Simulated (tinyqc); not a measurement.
Worked calculation: UHF in the 6-31g basis, for H4, spin multiplicity 3. This run ends on a higher stationary point, not on the lowest solution. One step of it, computed by the program tinyqc.

Question. Iteration 1: diagonalisation and new density. Diagonalise F' = X^T F X, C = X C', fill 3 alpha and 1 beta electrons from the bottom; D(s) = C_occ C_occ^T. Each column has its largest component positive (the first on a tie).

F(alpha) (hartree):
```
           1H 1s      1H 2s      2H 1s      2H 2s      3H 1s      3H 2s      4H 1s      4H 2s
1H 1s  -0.094840  -0.502735  -0.292172  -0.350376   0.028830  -0.042687  -0.026985  -0.018174
1H 2s  -0.502735  -0.338424  -0.344449  -0.318128  -0.023012  -0.097537  -0.018174  -0.026510
2H 1s  -0.292172  -0.344449   0.051786  -0.461921  -0.162392  -0.238671   0.028830  -0.023012
2H 2s  -0.350376  -0.318128  -0.461921  -0.342289  -0.238671  -0.230360  -0.042687  -0.097537
3H 1s   0.028830  -0.023012  -0.162392  -0.238671   0.051786  -0.461921  -0.292172  -0.344449
3H 2s  -0.042687  -0.097537  -0.238671  -0.230360  -0.461921  -0.342289  -0.350376  -0.318128
4H 1s  -0.026985  -0.018174   0.028830  -0.042687  -0.292172  -0.350376  -0.094840  -0.502735
4H 2s  -0.018174  -0.026510  -0.023012  -0.097537  -0.344449  -0.318128  -0.502735  -0.338424
```

F(beta) (hartree):
```
           1H 1s      1H 2s      2H 1s      2H 2s      3H 1s      3H 2s      4H 1s      4H 2s
1H 1s   0.408826  -0.134700  -0.189080  -0.176527  -0.042562  -0.079867  -0.012442  -0.024506
1H 2s  -0.134700  -0.023139  -0.195768  -0.137549  -0.099008  -0.133066  -0.024506  -0.051731
2H 1s  -0.189080  -0.195768   0.358374  -0.254570  -0.224948  -0.246707  -0.042562  -0.099008
2H 2s  -0.176527  -0.137549  -0.254570  -0.155883  -0.246707  -0.209392  -0.079867  -0.133066
3H 1s  -0.042562  -0.099008  -0.224948  -0.246707   0.358374  -0.254570  -0.189080  -0.195768
3H 2s  -0.079867  -0.133066  -0.246707  -0.209392  -0.254570  -0.155883  -0.176527  -0.137549
4H 1s  -0.012442  -0.024506  -0.042562  -0.079867  -0.189080  -0.176527   0.408826  -0.134700
4H 2s  -0.024506  -0.051731  -0.099008  -0.133066  -0.195768  -0.137549  -0.134700  -0.023139
```

X:
```
           1H 1s      1H 2s      2H 1s      2H 2s      3H 1s      3H 2s      4H 1s      4H 2s
1H 1s   1.254366  -0.499930   0.004029   0.015139  -0.009715   0.029007  -0.000339  -0.010453
1H 2s  -0.499930   1.634058   0.066445  -0.751527  -0.015356   0.282931  -0.010453  -0.095586
2H 1s   0.004029   0.066445   1.277376  -0.598638   0.014975   0.089595  -0.009715  -0.015356
2H 2s   0.015139  -0.751527  -0.598638   2.116780   0.089595  -0.874140   0.029007   0.282931
3H 1s  -0.009715  -0.015356   0.014975   0.089595   1.277376  -0.598638   0.004029   0.066445
3H 2s   0.029007   0.282931   0.089595  -0.874140  -0.598638   2.116780   0.015139  -0.751527
4H 1s  -0.000339  -0.010453  -0.009715   0.029007   0.004029   0.015139   1.254366  -0.499930
4H 2s  -0.010453  -0.095586  -0.015356   0.282931   0.066445  -0.751527  -0.499930   1.634058
```

Give: F' = X^T F X; orbital energies; coefficients C; F' = X^T F X; orbital energies; coefficients C; D(alpha) after iteration 1; D(beta) after iteration 1.

Answer.

F' = X^T F X (alpha) (hartree):
```
        1       2       3       4       5       6       7       8
1   0.385  -0.627  -0.120  -0.129   0.025   0.072  -0.029  -0.033
2  -0.627   0.200  -0.076  -0.177   0.038   0.007  -0.033  -0.003
3  -0.120  -0.076   0.594  -0.707  -0.032  -0.056   0.025   0.038
4  -0.129  -0.177  -0.707   0.395  -0.056  -0.203   0.072   0.007
5   0.025   0.038  -0.032  -0.056   0.594  -0.707  -0.120  -0.076
6   0.072   0.007  -0.056  -0.203  -0.707   0.395  -0.129  -0.177
7  -0.029  -0.033   0.025   0.072  -0.120  -0.129   0.385  -0.627
8  -0.033  -0.003   0.038   0.007  -0.076  -0.177  -0.627   0.200
```

orbital energies (alpha) (hartree): MO1 -0.585, MO2 -0.513, MO3 -0.212, MO4 0.174, MO5 0.916, MO6 0.917, MO7 1.189, MO8 1.265

coefficients C (alpha):
```
         MO1     MO2     MO3     MO4     MO5     MO6     MO7     MO8
1H 1s  0.223   0.270   0.230  -0.117  -0.906  -0.854  -0.294  -0.021
1H 2s  0.233   0.285   0.562  -0.843   1.006   0.873   0.540  -0.592
2H 1s  0.210   0.168  -0.191   0.229   0.041  -0.270   0.902  -0.977
2H 2s  0.190   0.247  -0.471   1.255  -0.374   0.015  -0.868   1.863
3H 1s  0.210  -0.168  -0.191  -0.229  -0.041  -0.270   0.902   0.977
3H 2s  0.190  -0.247  -0.471  -1.255   0.374   0.015  -0.868  -1.863
4H 1s  0.223  -0.270   0.230   0.117   0.906  -0.854  -0.294   0.021
4H 2s  0.233  -0.285   0.562   0.843  -1.006   0.873   0.540   0.592
```

F' = X^T F X (beta) (hartree):
```
        1       2       3       4       5       6       7       8
1   0.799  -0.454  -0.103  -0.088  -0.019   0.032  -0.006  -0.017
2  -0.454   0.346  -0.039  -0.149  -0.004  -0.028  -0.017   0.008
3  -0.103  -0.039   0.855  -0.609  -0.091  -0.084  -0.019  -0.004
4  -0.088  -0.149  -0.609   0.481  -0.084  -0.229   0.032  -0.028
5  -0.019  -0.004  -0.091  -0.084   0.855  -0.609  -0.103  -0.039
6   0.032  -0.028  -0.084  -0.229  -0.609   0.481  -0.088  -0.149
7  -0.006  -0.017  -0.019   0.032  -0.103  -0.088   0.799  -0.454
8  -0.017   0.008  -0.004  -0.028  -0.039  -0.149  -0.454   0.346
```

orbital energies (beta) (hartree): MO1 -0.338, MO2 -0.024, MO3 0.162, MO4 0.383, MO5 1.049, MO6 1.072, MO7 1.291, MO8 1.368

coefficients C (beta):
```
         MO1     MO2     MO3     MO4     MO5     MO6     MO7     MO8
1H 1s  0.104   0.165   0.137  -0.001   0.845   0.938  -0.416   0.033
1H 2s  0.110   0.455   0.758  -0.956  -0.704  -0.831   0.585  -0.585
2H 1s  0.209   0.106  -0.095   0.150   0.383   0.019   0.875  -1.002
2H 2s  0.339   0.170  -0.461   1.467  -0.158   0.144  -0.812   1.744
3H 1s  0.209  -0.106  -0.095  -0.150   0.383  -0.019   0.875   1.002
3H 2s  0.339  -0.170  -0.461  -1.467  -0.158  -0.144  -0.812  -1.744
4H 1s  0.104  -0.165   0.137   0.001   0.845  -0.938  -0.416  -0.033
4H 2s  0.110  -0.455   0.758   0.956  -0.704   0.831   0.585   0.585
```

D(alpha) after iteration 1:
```
        1H 1s   1H 2s   2H 1s   2H 2s   3H 1s   3H 2s   4H 1s   4H 2s
1H 1s   0.176   0.258   0.048   0.001  -0.043  -0.132   0.030   0.104
1H 2s   0.258   0.451  -0.010  -0.150  -0.106  -0.291   0.104   0.289
2H 1s   0.048  -0.010   0.109   0.171   0.052   0.088  -0.043  -0.106
2H 2s   0.001  -0.150   0.171   0.319   0.088   0.197  -0.132  -0.291
3H 1s  -0.043  -0.106   0.052   0.088   0.109   0.171   0.048  -0.010
3H 2s  -0.132  -0.291   0.088   0.197   0.171   0.319   0.001  -0.150
4H 1s   0.030   0.104  -0.043  -0.132   0.048   0.001   0.176   0.258
4H 2s   0.104   0.289  -0.106  -0.291  -0.010  -0.150   0.258   0.451
```

D(beta) after iteration 1:
```
       1H 1s  1H 2s  2H 1s  2H 2s  3H 1s  3H 2s  4H 1s  4H 2s
1H 1s  0.011  0.011  0.022  0.035  0.022  0.035  0.011  0.011
1H 2s  0.011  0.012  0.023  0.037  0.023  0.037  0.011  0.012
2H 1s  0.022  0.023  0.044  0.071  0.044  0.071  0.022  0.023
2H 2s  0.035  0.037  0.071  0.115  0.071  0.115  0.035  0.037
3H 1s  0.022  0.023  0.044  0.071  0.044  0.071  0.022  0.023
3H 2s  0.035  0.037  0.071  0.115  0.071  0.115  0.035  0.037
4H 1s  0.011  0.011  0.022  0.035  0.022  0.035  0.011  0.011
4H 2s  0.011  0.012  0.023  0.037  0.023  0.037  0.011  0.012
```
